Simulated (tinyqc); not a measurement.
Specific resistance of a metal-semiconductor contact and its transmission-line measurement: one step, computed by the program tinyqc.

The barrier is parabolic (depletion approximation), energies E are normal energies counted from the band edge in the neutral semiconductor (downwards for holes), and the bias is zero. xi is an input, held fixed when other inputs move.

Task: Tunnelling energy and barrier. E_00 = (e hbar/2) sqrt(N/(eps eps_0 m)); band bending E_b = phi_B + xi; depletion width w = sqrt(2 eps eps_0 E_b/(e^2 N)). Image lowering d_phi = (e^3 N E_b/(8 pi^2 (eps eps_0)^3))^(1/4) (E_b in volts), and E_b - d_phi replaces E_b everywhere except in w.

Inputs (values chosen for the exercise, modelled on n-type germanium):
```
quantity                                           value    unit
tunnelling mass m                                   0.13     m_0
permittivity eps                                      16       -
barrier height phi_B                                0.59      eV
doping N                                         2.4e+19  1/cm^3
Fermi level above the band edge in the bulk, xi    0.043      eV
temperature T                                        300       K
```

Image-force lowering: included.

Constants: hbar = 1.054571817e-34 J s; eps_0 = 8.8541878128e-12 F/m; m_0 = 9.1093837015e-31 kg; k_B = 8.617333262e-05 eV/K; e = 1.602176634e-19 C.

Give: E_00; E_00/k_B T; depletion width; barrier used, above the bulk band edge.

Result:

E_00 = 63.07 meV

E_00/k_B T = 2.440

depletion width = 6.830 nm

barrier used, above the bulk band edge = 0.5038 eV

By the usual rule this is thermionic-field emission (0.5 to 5 k_B T).
